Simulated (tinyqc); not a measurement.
# Frequency dispersion of an accumulation capacitance by border traps, distributed model: two studies

Traps spread evenly through the insulator exchange electrons with the semiconductor by tunnelling, with tau(x) = t0 exp(2 ka x) at depth x from the interface. The admittance per area Y seen at depth x obeys dY/dx = -Y^2/(i w eps0 eox) + q Nb ln(1 + i w tau)/tau, with Y(0) = i w Cs and w = 2 pi f; the gate sees Y(tox) = G + i w C. Working variable y = Y/(i w), in uF/cm^2. Cox = eps0 eox/tox.

Inputs (values chosen for the exercise); permittivity close to that of aluminium oxide: relative permittivity of the insulator eox = 8.1; insulator thickness tox = 12 nm; semiconductor capacitance in accumulation Cs = 2.4 uF/cm^2; density of border traps Nb = 4.8e19 cm^-3 eV^-1; decay constant of the wave function in the insulator ka = 3.8 1/nm; time constant of a trap at the interface t0 = 2e-11 s; frequency f = 1000 Hz.

Constants: q = 1.602176634e-19 C, eps0 = 8.8541878128e-14 F/cm where lengths are in cm. Results are converted to the units shown.

Each table varies one quantity; the others keep the values above.

## Capacitance and loss against frequency

Cox; trap-free value 1/(1/Cox + 1/Cs); response depth d = ln(1/(w t0))/(2 ka), where w tau = 1; lumped estimate: all traps within d act as C_bt = q Nb d placed at d/2, so C = 1/{1/[1/(1/Cs + d/(2 eps0 eox)) + C_bt] + (tox - d/2)/(eps0 eox)}. C and G from a fine integration; dispersion -d C/d log10 f over C, from f times and over 1.1. For a broad spread of time constants G/w is close to -(pi/2) dC/d ln w.

The same in every row: trap-free C (uF/cm^2) = 0.4785.

Capacitance and loss against frequency:

| f (Hz) | d (nm) | C (uF/cm^2) | G/w (uF/cm^2) | dispersion (% a decade) | -(pi/2) dC/d ln w (uF/cm^2) | lumped C (uF/cm^2) |
|---|---|---|---|---|---|---|
| 10 | 2.697 | 0.5881 | 0.009903 | 2.467 | 0.009898 | 0.5703 |
| 100 | 2.394 | 0.5739 | 0.009418 | 2.404 | 0.009413 | 0.5594 |
| 1000 | 2.091 | 0.5605 | 0.008965 | 2.344 | 0.008961 | 0.5486 |
| 10000 | 1.788 | 0.5477 | 0.008541 | 2.285 | 0.008537 | 0.5380 |
| 1e5 | 1.485 | 0.5354 | 0.008142 | 2.228 | 0.008139 | 0.5274 |
| 1e6 | 1.182 | 0.5238 | 0.007766 | 2.173 | 0.007763 | 0.5170 |
| 1e7 | 0.8789 | 0.5127 | 0.007409 | 2.118 | 0.007408 | 0.5068 |

What does the comparison show?

C falls from 0.5881 to 0.5127 uF/cm^2, towards the trap-free 0.4785; each decade of frequency removes ln 10/(2 ka) = 0.303 nm from the response depth. The dispersion falls from 2.47 to 2.12 % a decade and G/w falls from 0.00990 to 0.00741 uF/cm^2. G/w stays at 1.00 times -(pi/2) dC/d ln w, the relation for a broad spread of time constants.

## Effect of the insulator thickness

Same model as above.

The same in every row: d (nm) = 2.091.

Results:

| tox (nm) | C (uF/cm^2) | G/w (uF/cm^2) | dispersion (% a decade) | -(pi/2) dC/d ln w (uF/cm^2) | lumped C (uF/cm^2) | trap-free C (uF/cm^2) |
|---|---|---|---|---|---|---|
| 2.7 | 2.045 | 0.1138 | 8.351 | 0.1165 | 1.901 | 1.261 |
| 3.6 | 1.629 | 0.07588 | 6.798 | 0.07556 | 1.535 | 1.089 |
| 6.4 | 0.9963 | 0.02834 | 4.163 | 0.02830 | 0.9597 | 0.7639 |
| 8.5 | 0.7714 | 0.01699 | 3.225 | 0.01697 | 0.7492 | 0.6243 |
| 11 | 0.6080 | 0.01055 | 2.542 | 0.01054 | 0.5941 | 0.5127 |
| 15 | 0.4541 | 0.005883 | 1.899 | 0.005881 | 0.4462 | 0.3987 |
| 20 | 0.3449 | 0.003394 | 1.442 | 0.003394 | 0.3403 | 0.3120 |

Estimate the missing row, tox = 4.8 nm.

Computed row:

| tox (nm) | C (uF/cm^2) | G/w (uF/cm^2) | dispersion (% a decade) | -(pi/2) dC/d ln w (uF/cm^2) | lumped C (uF/cm^2) | trap-free C (uF/cm^2) |
|---|---|---|---|---|---|---|
| 4.8 | 1.281 | 0.04686 | 5.349 | 0.04673 | 1.221 | 0.9209 |

With this row back in the table: As tox goes from 2.7 to 20, C falls from 2.04 to 0.345 uF/cm^2, the dispersion falls from 8.35 to 1.44 % a decade and G/w falls from 0.114 to 0.00339 uF/cm^2. The lumped estimate is 7.0 % below C in the first row and 1.3 % below it in the last.

Numbers from tinyqc (`OMP_NUM_THREADS=1 python tinyqc.py 2202104 2202105 out.jsonl`; about 0.6 s on one thread of a shared Intel Xeon 2.30GHz).
